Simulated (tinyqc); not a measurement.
Buckled dimers of a reconstructed (001) surface, two dangling bonds a dimer: sweeps and comparisons. A value that a table varies takes the place of the one given here.

In a dimer one atom moves up by z and the other down by z; the dangling bond of the up atom (more s-like) falls by gm z and that of the down atom rises by gm z. With all dimers tilted alike: H(k) = [[-gm z - 2 ta cos k, -tp - 2 tx cos k], [., gm z - 2 ta cos k]], k along the row in 1/a. Two electrons a dimer fill the lowest N of the 2N levels on the mesh k_j = (j + 1/2) pi/N. Total energy a dimer: W(z) = (2/N) sum of the filled levels + kf z^2. Repulsion between electrons is left out.

Inputs chosen for the exercise (of the size met on Si(001); not measured data): tp = 0.37 eV (pi coupling inside a dimer); ta = 0.18 eV (coupling between like atoms along the row); tx = 0.06 eV (diagonal coupling along the row); gm = 1.73 eV/angstrom (shift of a dangling bond with height); kf = 4.4 eV/angstrom^2 (force constant of buckling); N = 8 (k points).

## Energy against buckling

W relative to z = 0; gap as lowest upper less highest lower level on 201 points from 0 to pi.

Per dimer (eV):

| z (angstrom) | band energy | elastic | W | gap |
|---|---|---|---|---|
| 0.00 | 0.0000 | 0.0000 | 0.0000 | 0.0200 |
| 0.05 | -0.0210 | 0.0110 | -0.0100 | 0.0421 |
| 0.10 | -0.0802 | 0.0440 | -0.0362 | 0.1037 |
| 0.15 | -0.1693 | 0.0990 | -0.0703 | 0.1948 |
| 0.20 | -0.2799 | 0.1760 | -0.1039 | 0.3067 |
| 0.30 | -0.5423 | 0.3960 | -0.1463 | 0.5698 |
| 0.40 | -0.8366 | 0.7040 | -0.1326 | 0.8637 |
| 0.50 | -1.1481 | 1.1000 | -0.0481 | 1.1745 |
| 0.60 | -1.4697 | 1.5840 | 0.1143 | 1.4955 |

What can be read from the table?

W is lowest at z = 0.3 among these rows (-0.1463 eV). The band energy falls as z^2 at first and linearly, as -2 gm z, once gm z is far above tp, so the elastic term always wins at large z. The gap is open at all z.

## Strong pi bonds keep dimers flat

tp is varied; z minimises W on 0 to 1 angstrom; gap on 201 points; charge moved: the mean of gm z/sqrt((gm z)^2 + h^2) over the mesh, h the off-diagonal element.

Against tp:

| tp (eV) | z (angstrom) | gain (eV) | gap (eV) | charge moved (e) |
|---|---|---|---|---|
| 0.10 | 0.3860 | 0.2290 | 0.6512 | 0.982 |
| 0.20 | 0.3734 | 0.2225 | 0.6519 | 0.950 |
| 0.30 | 0.3514 | 0.1945 | 0.6530 | 0.894 |
| 0.45 | 0.2960 | 0.0839 | 0.6555 | 0.753 |
| 0.60 | 0.1933 | 0.0119 | 0.6589 | 0.492 |
| 0.80 | 0.0000 | 0.0000 | 0.8800 | 0.000 |
| 1.00 | 0.0000 | 0.0000 | 1.2800 | 0.000 |
| 1.30 | 0.0000 | 0.0000 | 1.8800 | 0.000 |
| 1.60 | 0.0000 | 0.0000 | 2.4800 | 0.000 |

What can be read from the table?

Dimers buckle for tp up to 0.6 eV among these rows; for an isolated dimer the limit is gm^2/kf = 0.680 eV. While buckled, the splitting, on average over k, stays near 2 gm^2/kf = 1.360 eV whatever tp is, and beyond the limit it follows 2 tp; the gap is smaller by the width of the bands, about 4 ta = 0.72 eV.

## Tilting alike or in alternation

Alternation doubles the cell: sites L1, R1, L2, R2 with levels -gm z, +gm z, +gm z, -gm z, -tp inside a dimer, -2 ta cos k between L1-L2 and R1-R2, -2 tx cos k between L1-R2 and R1-L2, on k_j = (j + 1/2) pi/(2N); the lowest half of the levels is filled. Energies a dimer; gaps on these meshes.

Two patterns:

| z (angstrom) | W alike (eV) | W alternating (eV) | difference (meV) | gap alike (eV) | gap alternating (eV) |
|---|---|---|---|---|---|
| 0.05 | -0.7500 | -0.7717 | -21.7 | 0.0559 | 0.1729 |
| 0.10 | -0.7762 | -0.8192 | -43.0 | 0.1172 | 0.3406 |
| 0.15 | -0.8103 | -0.8658 | -55.5 | 0.2082 | 0.5083 |
| 0.20 | -0.8439 | -0.9052 | -61.3 | 0.3200 | 0.6768 |
| 0.30 | -0.8863 | -0.9483 | -62.0 | 0.5831 | 1.0126 |
| 0.40 | -0.8726 | -0.9297 | -57.2 | 0.8770 | 1.3487 |
| 0.50 | -0.7881 | -0.8394 | -51.3 | 1.1879 | 1.6849 |

What does this show?

The lowest W listed is -0.8863 eV for like tilts and -0.9483 eV for alternation; the difference at equal z runs from -62.0 to -21.7 meV. With alternation ta joins filled up atoms to empty down atoms and gains energy in second order, about 2 ta^2/(gm z) a dimer at large z, while tx does so for like tilts; here ta = 0.18 and tx = 0.06 eV. At z = 0.3 the gap is 0.583 eV alike and 1.013 eV alternating.

## What each parameter does

z minimises W on 0 to 1 angstrom; gain over flat dimers; gap on 201 points from 0 to pi. Each row changes one parameter from the base and keeps the others.

Results:

| case | z (angstrom) | gain (eV) | gap (eV) |
|---|---|---|---|
| base | 0.3295 | 0.1489 | 0.6540 |
| tp = 0.315 eV | 0.3472 | 0.1854 | 0.6532 |
| ta = 0.21 eV | 0.3295 | 0.1280 | 0.5340 |
| tx = 0.09 eV | 0.3287 | 0.1583 | 0.6708 |
| gm = 1.868 eV/angstrom | 0.3745 | 0.2328 | 0.8771 |
| kf = 3.96 eV/angstrom^2 | 0.3800 | 0.2042 | 0.8033 |

What can be read from the table?

The largest shifts from the base row, up to three for each result and ties (the steps differ in size, so this ranks the rows, not the parameters). z (angstrom): kf +0.0506, gm +0.0451, tp +0.0178; unchanged at the printed digits by ta. gain (eV): gm +0.0838, kf +0.0552, tp +0.0364. gap (eV): gm +0.2231, kf +0.1493, ta -0.1200.

Program tinyqc; command `OMP_NUM_THREADS=1 python tinyqc.py 1480674 1480675 out.jsonl`; about 0.04 s on one thread of a shared Intel(R) Xeon(R) Processor @ 2.30GHz.
